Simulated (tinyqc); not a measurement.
From results back to parameters: effective work function and flat-band voltage of a metal/high-k/SiO2/Si stack with a dipole layer. Three cases, with inputs chosen for the exercise.

Problem. Three stacks with (t1, t2) = (8, 20), (30, 20) and (8, 60) angstrom have the flat-band voltages below. VFB = W0 - (chi + dEF) - 4 pi e2 [Q1 EOT + Q2 x2]/3.9 with x2 = t2 3.9/eps2, EOT = t1 + x2, e2 = e^2/4 pi eps0, 1 cm^-2 = 1e-16 angstrom^-2; W0 is the work function with the dipole step.

Constants: e^2/(4 pi eps0) = 14.39964547 eV angstrom.

Case 1.

Values chosen (out of a larger set: a stack on Si capped with a magnesium-like oxide; not measured data):
- chi = 4.057 eV (electron affinity of the channel)
- dEF = 0.701 eV (Ec - EF in the channel)
- eps = (3.9, 24.5) (their dielectric constants)

VFB (V): 0.2118183  0.1444488  0.2248173

Case 2.

Values chosen (out of a larger set: a stack on Si capped with a titanium-like oxide; not measured data):
- chi = 4.039 eV (electron affinity of the channel)
- dEF = 0.351 eV (Ec - EF in the channel)
- eps = (3.9, 19.3) (their dielectric constants)

VFB (V): 0.4222281  0.3926263  0.4004765

Case 3.

Values chosen (out of a larger set: a stack on Si capped with an yttrium-like oxide; not measured data):
- chi = 4.057 eV (electron affinity of the channel)
- dEF = 0.644 eV (Ec - EF in the channel)
- eps = (3.9, 22.4) (their dielectric constants)

VFB (V): -0.5380390  -0.6207198  -0.4866617

Find: Q1; Q2; W0.

Solution. The first two stacks differ in t1 alone and give Q1; the first and third give Q1 + Q2; W0 follows from any of them.

Case 1.

Q1 = 6.6e+11 e/cm^2
Q2 = -1.1e+12 e/cm^2
W0 = 4.988 eV

Case 2.

Q1 = 2.9e+11 e/cm^2
Q2 = 2.9e+11 e/cm^2
W0 = 4.834 eV

Case 3.

Q1 = 8.1e+11 e/cm^2
Q2 = -2.4e+12 e/cm^2
W0 = 4.167 eV

Computed by tinyqc, one run a case: `OMP_NUM_THREADS=1 python tinyqc.py N N+1 out.jsonl` with N = 1850492, 1850522, 1850536; one thread of a shared Intel(R) Xeon(R) Processor @ 2.30GHz, about 0.01 s a run at most.
